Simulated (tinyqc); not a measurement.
p-type polysilicon, carrier trapping at grain boundaries: one step of the calculation.

One-dimensional grains of size Lg, uniform ionised doping N, monovalent traps Qt at each boundary at a depth Et below (for electrons) or above (for holes) the band edge there, abrupt depletion of width W on each side of a boundary, Boltzmann statistics. xi is the distance from the band edge at the grain centre to the Fermi level. Trapped charge Qt/(1 + exp((xi + VB - Et)/Vt)) = 2 N W, barrier VB = q N W^2/(2 eps0 eps_r).

Question. Depletion width, Fermi level and barrier. If the trap equation with xi = Vt ln(NB/N) has a root W < Lg/2, the grain is partly depleted; otherwise W = Lg/2 and the trap equation gives xi = Et - VB + Vt ln(Qt/(N Lg) - 1). N* = Qt/Lg.

Values chosen for this exercise; values of the order met in polycrystalline silicon: temperature T = 300 K; relative permittivity eps_r = 11.7; valence-band density of states at T NB = 2.65e19 cm^-3; grain size Lg = 160 nm; trap density of a grain boundary Qt = 5.3e11 cm^-2; depth of the trap level from the majority band edge at the boundary Et = 0.34 eV; doping N = 8e15 cm^-3.

Constants: q = 1.602176634e-19 C, kB = 1.380649e-23 J/K, Vt = kB T/q, eps0 = 8.8541878128e-14 F/cm where lengths are in cm. Results are converted to the units shown.

Find: N*; W; xi; VB; share of traps filled.

Answer.

N* = 3.312e16 cm^-3
W = 80.00 nm
xi = 0.3300 V
VB = 0.03959 V
share of traps filled = 0.2415

N is 0.242 N*, and the grain is fully depleted; VB = 1.53 Vt.

Program tinyqc, `OMP_NUM_THREADS=1 python tinyqc.py 2830010 2830011 out.jsonl`; Intel Xeon 2.30GHz, shared host, one thread, about 0.01 s.
